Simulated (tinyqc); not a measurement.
What each setting does: recursion (Haydock) method for the local density of states: surface site of a cubic lattice.

One orbital a site at energy 0, hopping -t to the 6 nearest neighbours of a cubic lattice; the start u0 is a site in the outermost layer of a half crystal, with energy V. Recursion: a_n = <u_n|H|u_n>, b_(n+1) u_(n+1) = (H - a_n) u_n - b_n u_(n-1), b > 0. G(z) = 1/(z - a0 - b1^2/(z - a1 - b2^2/(...))), z = E + i eta. After n levels the tail is b_n^2 T with the square-root terminator T = (z - sqrt(z - 2b) sqrt(z + 2b))/(2 b^2), b = 3t so that the band edges lie at -/+ 6t.

Values chosen for the exercise:
- t = 0.76 eV (hopping)
- V = 0 eV (shift of the starting site)
- n = 6 (levels kept)
- E = 2.09 eV (energy)
- eta = 0.038 eV (broadening)

G at z = E + i eta with n levels and terminator.

Results for these values:

| case | Re G (1/eV) | density (1/eV) |
|---|---|---|
| base | 0.4013 | 0.1165 |

What happens to each result for n = 7, all else kept?

Answer: Re G rises from 0.4013 to 0.4104; density falls from 0.1165 to 0.1153.

The same for each parameter in turn:

| case | Re G (1/eV) | density (1/eV) |
|---|---|---|
| base | 0.4013 | 0.1165 |
| t = 0.836 eV | 0.3572 | 0.1162 |
| V = 0.5 eV | 0.3774 | 0.1733 |
| n = 7 | 0.4104 | 0.1153 |
| E = 2.24 eV | 0.4081 | 0.1080 |
| eta = 0.076 eV | 0.3945 | 0.1160 |

Program tinyqc; command `OMP_NUM_THREADS=1 python tinyqc.py 1481715 1481716 out.jsonl`; about 0.2 s on one thread of a shared Intel(R) Xeon(R) Processor @ 2.30GHz.
